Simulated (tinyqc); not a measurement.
From lone donors to an impurity band: impurity band of shallow donors (Hubbard estimate).

Constants: e^2/(4 pi eps0) = 14.39964547 eV angstrom.

Values chosen for the exercise (out of a larger set: near those of two donors in Si; not measured data):
```
symbol  value                                unit         meaning
a       16.1                                 angstrom     orbital radius
eps     11.2                                              dielectric constant
Ns      (0.053, 0.13, 0.32, 0.8, 1.9, 4, 8)  x 1e18/cm^3  donor densities
```

Donors on a simple cubic lattice of spacing R = N^(-1/3) (1/angstrom^3 = 1e24/cm^3), Ha* = q/(eps a), q = e^2/(4 pi eps0), x = R/a. Hopping t = Ha* (1 + x) exp(-x), band width B = 12 t, on-site repulsion U = (5/8) Ha*; the gap closes near B/U = 1.15. Valley factors and disorder are left out.

Results:
```
N (1e18/cm^3)  R (angstrom)  N^(1/3) a   t (meV)  B (meV)       B/U
0.053                 266.2      0.060  9.23e-05  0.00111  2.22e-05
0.13                  197.4      0.082   0.00501   0.0601   0.00121
0.32                  146.2      0.110    0.0916     1.10    0.0220
0.80                  107.7      0.149     0.763     9.16     0.183
1.9                    80.7      0.199      3.19     38.3     0.767
4.0                    63.0      0.256      7.84     94.1      1.89
8.0                    50.0      0.322      14.7      176      3.53
```

B/U passes 1.15 between 1.9 and 4 x 1e18/cm^3; the root is x = 4.52, N^(1/3) a = 0.221, N = 2.6 x 1e18/cm^3, below the 4.2 that the empirical rule N^(1/3) a = 0.26 gives; the estimate is rough, since random positions, the overlap of the orbitals and screening are left out. While N grows by 151 times, t grows by 1.59e+05 times.

Program tinyqc; command `OMP_NUM_THREADS=1 python tinyqc.py 1251585 1251586 out.jsonl`; about 0.01 s on one thread of a shared Intel(R) Xeon(R) Processor @ 2.30GHz.
